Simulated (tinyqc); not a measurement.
Inside a calculation. Model: ballistic Schottky-barrier transistor with a two-dimensional channel, WKB contacts.

Computed by the program tinyqc: `OMP_NUM_THREADS=1 python tinyqc.py 2390110 2390111 out.jsonl`, one thread of a shared Intel Xeon 2.30GHz, about 0.3 s for the whole run. Printed values are rounded.

Source Fermi level 0, drain Fermi level -Vd. Far from the contacts Ec = pn - psi, and the gate moves psi one to one; the band edges relax as exp(-x/lam) from pn at the source and pn - Vd at the drain; Ev = Ec - Eg. A carrier of energy w inside the channel band meets at a contact a barrier of height D (the contact edge beyond the channel edge): T = 1 for w >= D, else exp(-S), S = 4 lam sqrt(m/C) [sqrt(D - w) - sqrt(w) arctan sqrt((D - w)/w)], C = hbar^2/(2 m0). The two contacts combine as Ts Td/(Ts + Td - Ts Td).

Values chosen for this exercise; channel values close to those of a black phosphorus layer: temperature T = 350 K; band gap Eg = 0.751 eV; barrier for electrons at both contacts pn = 0.39 eV; electron mass mn = 0.16 m0; hole mass mp = 0.14 m0; valleys or subbands g = 1; screening length at the contacts lam = 1.3 nm; drain bias Vd = 0.5 V; band shift psi of the channel by the gate ps = -0.4 V; energy of one carrier inside the channel band w0 = 0.59 eV; upper end of the grid wm = 1.1 eV; points of the grid nE = 17.

Constants: q = 1.602176634e-19 C, kB = 1.380649e-23 J/K, hbar = 1.054571817e-34 J s, h = 6.62607015e-34 J s, m0 = 9.1093837015e-31 kg, Vt = kB T/q, hbar^2/(2 m0) = 0.0380998212 eV nm^2. Results are converted to the units shown.

Range of the model: No scattering, image-force lowering, channel charge or band-to-band tunnelling; parabolic kappa overstates S deep in the gap.

## Band edges and barriers

Electrons: Ds = psi, Dd = psi - Vd, Es = Ec, Ed = Ec + Vd. Holes: Ds = -psi, Dd = Vd - psi, Es = -Ev, Ed = -Ev - Vd. The size of each current is taken; both flow from drain to source and add.

Ec = 0.79 eV
Ev = 0.039 eV
D for electrons (eV): source -0.400000, drain -0.900000
D for holes (eV): source 0.400000, drain 0.900000

A negative D is no barrier. Here the holes carry the larger current.

## Transmission of one of the holes

S and T at both contacts for w = w0, and the tunnelling distance lam ln(D/w) at the higher barrier.

S at the source = 0
S at the drain = 0.747614
combined T = 0.473495
tunnelling distance = 0.548954 nm

## Current of the holes on a coarse grid

I/W = g (2 q^2/h) int T(w) [N(Es + w) - N(Ed + w)] dw with w the energy of motion along the channel, N(y) = (1/2 pi) sqrt(pi m kB T/C) Fm(-y/kB T), Fm(x) = (1/sqrt(pi)) int_0^infinity u^(-1/2)/(1 + exp(u - x)) du. Electrons: Ds = psi, Dd = psi - Vd, Es = Ec, Ed = Ec + Vd. Holes: Ds = -psi, Dd = Vd - psi, Es = -Ev, Ed = -Ev - Vd. The size of each current is taken; both flow from drain to source and add. Simpson's rule on nE equally spaced w from 0 to wm.

```
point,w (eV),Ts,Td,T,size of the supply difference (1/um)
0,0.00000,0.00182845,7.81853e-5,7.49848e-5,338.658
1,0.06875,0.0640052,0.00329779,0.00314607,389.786
2,0.13750,0.198556,0.0124948,0.0118949,382.218
3,0.20625,0.405390,0.0317016,0.0302930,350.369
4,0.27500,0.654812,0.0651574,0.0629937,311.666
5,0.34375,0.889048,0.116747,0.115070,266.584
6,0.41250,1,0.189278,0.189278,210.807
7,0.48125,1,0.283759,0.283759,134.148
8,0.55000,1,0.398752,0.398752,44.5887
9,0.61875,1,0.529877,0.529877,6.35671
10,0.68750,1,0.669459,0.669459,0.679495
11,0.75625,1,0.806233,0.806233,0.0698598
12,0.82500,1,0.924517,0.924517,0.00715280
13,0.89375,1,0.998172,0.998172,7.32050e-4
14,0.96250,1,1,1,7.49180e-5
15,1.03125,1,1,1,7.66708e-6
16,1.10000,1,1,1,7.84646e-7
```

current = 889.040 uA/um

A converged quadrature gives 886.5 uA/um; this grid is 0.29 % above that. Under 0.001 % of it passes over both barriers, the rest tunnels. The other carrier adds 9.88e-10 uA/um.
